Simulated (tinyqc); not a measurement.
Heat flow across a film from the phonon Boltzmann equation in the relaxation-time approximation: one step, computed by the program tinyqc. Command: `OMP_NUM_THREADS=1 python tinyqc.py 3012549 3012550 out.jsonl slabbte walk`. One thread of a shared host (Intel(R) Xeon(R) Processor @ 2.30GHz), about 0.01 s of CPU time with the checks.

Two black walls, hot at x = 0 and cold at x = L, emit phonons isotropically. For one free path Lambda, with tau = x/Lambda, tau_L = L/Lambda and phi = (T - T_cold)/Delta T, energy balance gives phi(tau) = (1/2) [E2(tau) + int_0^tau_L phi(s) E1(|tau - s|) ds]; E_n are the exponential integrals. The flux over the ballistic flux C v Delta T/4 is psi = 1 - 2 int_0^tau_L phi(s) E2(s) ds, and kappa_eff/kappa = (3/4) tau_L psi. kappa = C v Lambda/3 is an input, so at fixed kappa a longer free path means a smaller C v.

Task: The small linear system for Lambda_1. Cut the film into n equal cells with constant phi, collocated at the centres c_i: the kernel integrates to A_ij = |E2(|c_i - e_j|) - E2(|c_i - e_(j+1)|)|/2 for cell edges e_j, and A_ii = 1 - E2(half a cell); solve (1 - A) phi = E2(c)/2; psi = 1 - 2 sum_j phi_j [E3(e_j) - E3(e_(j+1))].

Inputs (values chosen for the exercise, modelled on diamond): film thickness L = 1400 nm; free path Lambda_1 = 310 nm; cells n in the small system = 5.

Give: optical thickness tau_L; 1 - A; right-hand side E2(c)/2; flux weights E3(e_j) - E3(e_(j+1)).

Result:

optical thickness tau_L = 4.516

1 - A:
```
[[0.3552, -0.1329, -0.0312, -0.0091, -0.0029],
 [-0.1329, 0.3552, -0.1329, -0.0312, -0.0091],
 [-0.0312, -0.1329, 0.3552, -0.1329, -0.0312],
 [-0.0091, -0.0312, -0.1329, 0.3552, -0.1329],
 [-0.0029, -0.0091, -0.0312, -0.1329, 0.3552]]
```

right-hand side E2(c)/2: [0.1776, 0.04466, 0.01345, 0.004369, 0.001482]

flux weights E3(e_j) - E3(e_(j+1)): [0.3749, 0.08675, 0.02576, 0.008312, 0.002809]
